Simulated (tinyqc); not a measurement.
Inside a calculation. Model: finite-difference solution of the diffusion equation on a small grid. Computed by tinyqc, a small Python program that keeps every step. Command: `OMP_NUM_THREADS=1 python tinyqc.py 3016041 3016042 out.jsonl fdiff walk`. One thread of a shared host (Intel(R) Xeon(R) Processor @ 2.30GHz), about 0.01 s of CPU time with the checks. Intermediate numbers are printed to about 5 digits and carried at full precision; extremes and crossings named in words are read from the listed rows.

dC/dt = D d2C/dx2 on nodes x_j = j dx, j = 0..7; the far end is sealed.

Inputs (values chosen for the exercise):
```
quantity          value    unit
diffusivity D      0.12  nm^2/s
grid spacing dx      25      nm
time step dt      25000       s
final time t_f   200000       s
loss velocity h  0.0039    nm/s
```

Boundary at x = 0: surface loss. Scheme: Crank-Nicolson.

start values C_j, j = 0, 1, ... (% of a reference): 1.33  39.6  66.4  100  56.8  36.7  11.6  0

## Mesh ratio and operator

The operator M acts as (M C)_j = C_(j-1) - 2 C_j + C_(j+1); at the sealed far end a mirror node gives 2 C_(N-2) - 2 C_(N-1); at j = 0, the outward flux h C_0 gives 2 C_1 - (2 + 2 h dx/D) C_0. r = D dt/dx^2.

mesh ratio r = 4.8

operator M:
```
        0       1       2       3       4       5       6       7
0  -3.625   2.000   0.000   0.000   0.000   0.000   0.000   0.000
1   1.000  -2.000   1.000   0.000   0.000   0.000   0.000   0.000
2   0.000   1.000  -2.000   1.000   0.000   0.000   0.000   0.000
3   0.000   0.000   1.000  -2.000   1.000   0.000   0.000   0.000
4   0.000   0.000   0.000   1.000  -2.000   1.000   0.000   0.000
5   0.000   0.000   0.000   0.000   1.000  -2.000   1.000   0.000
6   0.000   0.000   0.000   0.000   0.000   1.000  -2.000   1.000
7   0.000   0.000   0.000   0.000   0.000   0.000   2.000  -2.000
```

## Amplification factors

The mode of M with eigenvalue mu has its amplitude multiplied per step by g = (1 + (1 - theta) r mu)/(1 - theta r mu), with theta = 0 explicit, 1 implicit, 1/2 Crank-Nicolson; the explicit scheme is stable for r up to 2/|mu_min|.

eigenvalues mu of M: -4.5770  -3.9277  -3.4292  -2.6399  -1.7479  -0.9312  -0.3355  -0.0366

factors g: -0.83312  -0.80818  -0.78332  -0.72736  -0.61502  -0.38172  0.10789  0.83863

largest stable r of the explicit scheme = 0.43697

The smallest factor is -0.833: the shortest waves flip sign at each step while they decay.

## Time step 1

C at the start (%): 1.33  39.60  66.40  100.00  56.80  36.70  11.60  0.00

With r = D dt/dx^2: (1 - theta r M) C(new) = (1 + (1 - theta) r M) C(old); theta = 0 explicit, 1 implicit, 1/2 Crank-Nicolson.

C after step 1 (%): 33.275  29.777  33.655  17.090  42.780  39.527  42.452  44.733

At so large an r Crank-Nicolson steps are stable but let short waves flip sign, so sharp features can overshoot.

## Time step 2

The formulas are those given above.

C after step 2 (%): -4.526  14.456  19.678  39.519  26.451  35.521  36.745  36.235

At so large an r Crank-Nicolson steps are stable but let short waves flip sign, so sharp features can overshoot.

## All steps

The run takes n = round(t_f/dt) steps of length t_f/n. The dose is the trapezoidal sum of C dx; the error is the largest difference from exp(M D t/dx^2) C(0), the exact time evolution on the same grid.

Course of the run:
```
step   t (s)     C_1     C_4  dose (% nm)  largest error
1      25000  29.777  42.780       6107.1         21.491
2      50000  14.456  26.451       4705.6         14.120
3      75000  12.361  31.841       4104.2          9.408
4     100000  12.462  18.144       3335.9          7.239
5     125000   7.407  22.186       2867.6          5.583
6     150000   9.396  13.087       2354.7          4.479
7     175000   4.872  15.298       2012.3          3.605
8     200000   6.794   9.452       1658.5          2.970
```

C at the end (%): 0.052  6.794  6.312  11.357  9.452  12.900  12.990  13.013

largest error at t_f = 2.9703 %

final dose = 1658.5 % nm

final C_4 = 9.4524 %

The time-step error at the end is 3.0 on a scale of 13.0. The dose falls through the surface.

## The three schemes as the step is halved

Each run reaches t_f in n equal steps; errors are the largest difference from exp(M D t_f/dx^2) C(0). A dash marks unstable explicit runs.

Largest error at t_f (%):
```
steps n     r  explicit  implicit  Crank-Nicolson
4        9.60         -    2.8121      1.3705e+01
8        4.80         -    1.5286      2.9703e+00
16       2.40         -    0.7913      4.0935e-02
32       1.20         -    0.4019      2.9689e-03
64       0.60         -    0.2025      7.4192e-04
128      0.30   0.10235    0.1016      1.8546e-04
256      0.15   0.05108    0.0509      4.6364e-05
```

From the last two rows, halving the step divides the error by 2.00 (explicit), 2.00 (implicit), 4.00 (Crank-Nicolson): a factor 2 marks first order in dt and 4 second order. The explicit scheme needs n of at least 88 to be stable; the other two are stable at any step.

Checks made by the program: matrix exponential against 4096 Crank-Nicolson steps (relative difference 1e-08).
